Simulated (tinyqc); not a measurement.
Schottky barrier on an n-type semiconductor, non-linear Poisson equation by Newton steps: two steps of the calculation.

One dimension, metal at x = 0, donor density C(x) = Nd, uniform. Energies are counted from the electron Fermi level of the semiconductor and the conduction-band edge is Ec = -psi, so n = Nc exp(psi/Vt); holes follow the Fermi level of the metal, at -V, so p = Nv exp((V - psi - Eg)/Vt). Ends: psi(0) = V - phiB and psi = Vt ln(Nd/Nc) deep inside. Boltzmann statistics, full ionisation, no current, no image force in the Poisson equation.

Inputs (values chosen for the exercise); band and dielectric values those of a made-up semiconductor:
```
symbol,value,unit,meaning
T,350,K,temperature
Eg,1.54,eV,band gap
eps_r,16,,relative permittivity
Nc,6.19e17,cm^-3,conduction-band density of states at T
Nv,1.39e19,cm^-3,valence-band density of states at T
Nd,1.1e16,cm^-3,donor density deep in the semiconductor
phiB,0.94,eV,barrier height
V,0.23,V,bias of the metal against the semiconductor
```

Constants: q = 1.602176634e-19 C, kB = 1.380649e-23 J/K, Vt = kB T/q, eps0 = 8.8541878128e-14 F/cm where lengths are in cm. Results are converted to the units shown.

Task 1. Densities, residual and Jacobian diagonal. n_i = Nc exp(psi_i/Vt), p_i = Nv exp((V - psi_i - Eg)/Vt), rho_i = p_i - n_i + C_i, g_i = (n_i + p_i)/Vt. Box widths w_i = (h_(i-1) + h_i)/2 in cm. Residual F_i = a_i (psi_(i+1) - psi_i) - a_(i-1) (psi_i - psi_(i-1)) + q rho_i w_i; Jacobian: a_(i-1) and a_i beside the diagonal, b_i = -a_(i-1) - a_i - q g_i w_i on it. The two end nodes are fixed.

```
node,x (nm),psi after iteration 1 (V),donor density C (cm^-3)
0,0,-0.71000000,1.1e16
1,20,-0.65230159,1.1e16
2,44.2,-0.61635509,1.1e16
3,73.4,-0.58315546,1.1e16
4,109,-0.54843590,1.1e16
5,151,-0.51136884,1.1e16
6,203,-0.46864423,1.1e16
7,265,-0.42044715,1.1e16
8,341,-0.36405464,1.1e16
9,432,-0.29949927,1.1e16
10,542,-0.22564181,1.1e16
11,676,-0.14495657,1.1e16
12,837,-0.12155382,1.1e16
```

```
interval,coupling a_i (F/cm^2)
0,7.0833503e-7
1,5.8540085e-7
2,4.8516098e-7
3,3.9794103e-7
4,3.3730239e-7
5,2.7243655e-7
6,2.2849517e-7
7,1.8640395e-7
8,1.5567803e-7
9,1.2878819e-7
10,1.0572165e-7
11,8.7991929e-8
```

Find: n; p; residual F; diagonal b.

Result 1.

```
node,n (cm^-3),p (cm^-3)
0,3.699e7,3.187e10
1,2.506e8,4.705e9
2,8.252e8,1.429e9
3,2.481e9,4.752e8
4,7.844e9,1.503e8
5,2.681e10,4.398e7
6,1.105e11,1.067e7
7,5.464e11,2.158e6
8,3.544e12,3.327e5
9,3.014e13,3.912e4
10,3.488e14,3380
11,5.063e15,232.9
12,1.100e16,107.2
```

```
node,residual F (1e-8 C/cm^2),diagonal b (F/cm^2)
1,-1.593,-1.294e-6
2,-0.023,-1.071e-6
3,0.342,-8.831e-7
4,0.552,-7.352e-7
5,0.742,-6.097e-7
6,0.942,-5.009e-7
7,1.166,-4.149e-7
8,1.425,-3.422e-7
9,1.713,-2.861e-7
10,1.984,-2.571e-7
11,0.756,-5.904e-7
```

Task 2. Check against the first integral. First integral for uniform doping: E_0^2 = (2 q/(eps0 eps_r)) [Nd (U - Vt + Vt exp(-U/Vt)) + Vt p_0], U = Vbi - V, Vbi = phiB - Vt ln(Nc/Nd), p_0 = Nv exp((phiB - Eg)/Vt) (deep holes neglected). Image-force lowering dphi = sqrt(q E_0/(4 pi eps0 eps_r)), at x_m = sqrt(q/(16 pi eps0 eps_r E_0)). Depletion approximation: E = sqrt(2 q Nd U/(eps0 eps_r)).

Find: E_0; dphi; x_m; field in the depletion approximation.

Result 2.

E_0 = 37.270 kV/cm
dphi = 18.315 mV
x_m = 2.4570 nm
field in the depletion approximation = 38.264 kV/cm

Numbers from tinyqc (`OMP_NUM_THREADS=1 python tinyqc.py 2020039 2020040 out.jsonl`; about 0.03 s on one thread of a shared Intel Xeon 2.30GHz).
